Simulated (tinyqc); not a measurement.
Changing the ionic charge z: Born-Mayer model of an ionic crystal AB. Computed by tinyqc, a small Python program. Command: `OMP_NUM_THREADS=1 python tinyqc.py 3012848 3012849 out.jsonl bornmayer sweep`. One thread of a shared host (Intel(R) Xeon(R) Processor @ 2.30GHz), about 0.02 s of CPU time with the checks.

Energies are per ion pair and r is the nearest distance of unlike ions.

Inputs (values chosen for the exercise, for a model salt): unlike repulsion lambda = 4060 eV; range rho = 0.318 angstrom.

Structure: caesium chloride. Short range: nearest neighbours only.

Constants: e^2/(4 pi eps_0) = 14.39964548 eV angstrom; 1 eV/angstrom^3 = 160.2176634 GPa.

Method:
- Madelung constant M, unlike neighbours z1, like neighbours z2 at f r, volume per pair: rock salt 1.747565, 6, 12, sqrt2, 2 r^3; caesium chloride 1.762675, 8, 6, 2/sqrt3, 8 r^3/(3 sqrt3); zinc blende 1.638055, 4, 12, sqrt(8/3), 16 r^3/(3 sqrt3).
- U(r) = -M z^2 e^2/(4 pi eps_0 r) + z1 lambda exp(-r/rho).
- Newton steps on g(r) = U'(r), from r = 9 rho: r(new) = r - U'(r)/U''(r), with the move limited to 0.3 angstrom. Where U'' is negative, move 0.3 angstrom downhill. Stop when |U'| is below 1e-9.
- B = U''(r0)/(9 c r0), with the volume written as c r^3.

One run for each value:

| ionic charge z | lattice energy U (eV per pair) | equilibrium distance r0 (angstrom) | bulk modulus B (GPa) |
|---|---|---|---|
| 0.800 | -4.119 | 3.5952 | 10.462 |
| 0.883 | -5.116 | 3.5187 | 13.532 |
| 0.967 | -6.249 | 3.4480 | 17.170 |
| 1.050 | -7.493 | 3.3836 | 21.328 |
| 1.130 | -8.813 | 3.3260 | 25.904 |
| 1.220 | -10.442 | 3.2656 | 31.762 |
| 1.300 | -12.021 | 3.2154 | 37.639 |

Over the rows, lattice energy U (eV per pair) falls from -4.12 to -12.0 (exponent d ln y / d ln x about 2.2 throughout); equilibrium distance r0 (angstrom) falls from 3.60 to 3.22 (exponent d ln y / d ln x -0.22 between the first rows and -0.24 between the last); bulk modulus B (GPa) rises from 10.5 to 37.6 (exponent d ln y / d ln x about 2.6 throughout). U grows faster than z^2, because the stronger attraction also shortens r0.
